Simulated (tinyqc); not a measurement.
BCS gap equation with a constant attraction inside the Debye window: one step, computed by the program tinyqc.

Pairs attract with strength V for |xi| < k_B Theta; N(0) is the density of states for one spin. Energies are given as temperatures (E/k_B, in K) unless marked.

Question. A tunnel junction of this metal. Ambegaokar-Baratoff: I_c R_n = (pi Delta/(2e)) tanh(Delta/2T); Josephson energy E_J = hbar I_c/(2e), given as E_J/h; inductance hbar/(2 e I_c); thermal quasiparticle fraction x = n_qp/(2 N(0) Delta) = sqrt(2 pi T/Delta) exp(-Delta/T), valid for T well below Delta.

Inputs (values chosen for the exercise, modelled on tin): Debye temperature Theta = 196 K; temperature T = 2.83 K; junction resistance R_n = 6.9 kilo-ohm.

Solver: bisection.

Delta(T) = 5.283982 K

Constants: k_B = 8.617333262e-05 eV/K; hbar = 1.054571817e-34 J s; e = 1.602176634e-19 C; h = 6.62607015e-34 J s.

Give: I_c R_n; critical current I_c; E_J/h; Josephson inductance; quasiparticle fraction x.

Answer.

I_c R_n = 523.7 microvolt

critical current I_c = 75.90 nA

E_J/h = 37.70 GHz

Josephson inductance = 4.336 nH

quasiparticle fraction x = 0.2835

Caution: T is not small against Delta, so the quasiparticle formula is only a rough guide.
